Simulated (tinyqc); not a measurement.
What moves the results: Fermi-Dirac statistics of conduction electrons. A value that a table varies takes the place of the one given here.

Non-parabolic band E (1 + alpha E) = c k^2/m: n = Nc (2/sqrt(pi)) integral_0^infinity sqrt(x (1 + a x)) (1 + 2 a x) dx/(1 + exp(x - eta)) with a = alpha kT and eta = (EF - Ec)/kT; a = 0 gives n = Nc F_1/2(eta).

Constants: hbar^2/2m0 = 3.80998211 eV angstrom^2; kB = 8.617333262e-05 eV/K.

Inputs chosen for the exercise (near those of InSb, lowest valleys alone; shifted at random, so the results belong to these values and not to a real crystal):
```
symbol  value    unit      meaning
m       0.0136   m0        density-of-states mass of the conduction band
T       400      K
alpha   6.71     1/eV      non-parabolicity
m1      0.0136   m0        mass of one isotropic band with spin
L       50       angstrom  confinement length used to compare densities
n       5.1e+17  1/cm^3    electron density
```

## Parabolic against non-parabolic filling

N = 2 (m kB T/(4 pi c))^(3/2) with c = hbar^2/2m0, in 1/angstrom^3; times 1e24 for 1/cm^3. k_F = (3 pi^2 n)^(1/3) and the energy E0 that solves E (1 + alpha E) = c k_F^2/m give the limit of zero temperature.

EF - Ec (meV):
```
n (1/cm^3),parabolic,non-parabolic,"non-parabolic, 0 K"
6.0e+15,-78.9,-103.9,8.4
2.0e+16,-34.6,-61.4,17.7
9.0e+16,30.8,-4.9,42.0
3.0e+17,110.8,48.5,78.6
9.0e+17,245.9,111.9,132.4
3.0e+18,556.0,209.7,223.3
```

Non-parabolicity lowers EF by 25.0 meV at the lowest density and by 346.3 meV at the highest, where alpha (EF - Ec) = 1.41. Temperature lowers EF below its 0 K value by 112.3 meV at the lowest density and by 13.6 meV at the highest. EF enters the band between 9e+16 and 3e+17 1/cm^3.

## Dimension (statistics of electrons in three, two and one dimensions)

One band edge at E = 0, lambda = sqrt(4 pi c/(m1 kT)) with c = hbar^2/2m0. Densities with spin: n3 = (2/lambda^3) F_1/2(eta), n2 = (2/lambda^2) F_0(eta) with F_0 = ln(1 + exp(eta)), n1 = (2/lambda) F_-1/2(eta). F_j(eta) = (1/Gamma(j + 1)) integral_0^infinity x^j dx/(1 + exp(x - eta)), which tends to exp(eta) for eta << 0.

The last two columns turn the sheet and line densities into volume densities, n2/L and n1/L^2, over n3.

Densities:
```
eta,n3 (1/cm^3),n2 (1/cm^2),n1 (1/cm),(n2/L)/n3,(n1/L^2)/n3
-4,1.12e+15,3.55e+09,1.13e+04,6.37,40.6
-2,7.92e+15,2.49e+10,7.74e+04,6.27,39.1
-1,2.01e+16,6.13e+10,1.84e+05,6.11,36.6
0,4.69e+16,1.36e+11,3.79e+05,5.79,32.3
1,9.65e+16,2.57e+11,6.43e+05,5.33,26.6
2,1.73e+17,4.17e+11,9.16e+05,4.81,21.2
4,3.99e+17,7.87e+11,1.37e+06,3.94,13.7
8,1.06e+18,1.57e+12,1.98e+06,2.95,7.46
```

lambda = 319.6 angstrom

Far below the edge all three follow exp(eta), and the ratios tend to lambda/L = 6.392 and its square. From eta = 4 to 8 the densities grow by 2.67, 1.99 and 1.45, near the powers 2^(3/2), 2 and 2^(1/2) that the densities of states E^(1/2), E^0 and E^(-1/2) give. One subband serves while EF stays several kT below the second, 96.3 kT up for hard walls; rows with a larger eta, if any, overfill it.

## What moves the Fermi level

N = 2 (m kB T/(4 pi c))^(3/2) with c = hbar^2/2m0, in 1/angstrom^3; times 1e24 for 1/cm^3. Each row changes one parameter from the base and keeps the others.

Results:
```
case,parabolic EF - Ec (meV),non-parabolic EF - Ec (meV)
base,165.00,76.79
m = 0.0122 m0,185.35,86.30
T = 450 K,163.22,70.18
n = 1.02e+18 1/cm^3,267.99,120.48
alpha = 10.065 1/eV,165.00,59.69
```

The largest shifts from the base row, up to three for each result and ties (the steps differ in size, so this ranks the rows, not the parameters). parabolic EF - Ec (meV): n +102.99, m +20.35, T -1.78; unchanged at the printed digits by alpha. non-parabolic EF - Ec (meV): n +43.69, alpha -17.10, m +9.51.

Program tinyqc; command `OMP_NUM_THREADS=1 python tinyqc.py 1680975 1680976 out.jsonl`; about 0.01 s on one thread of a shared Intel(R) Xeon(R) Processor @ 2.30GHz.
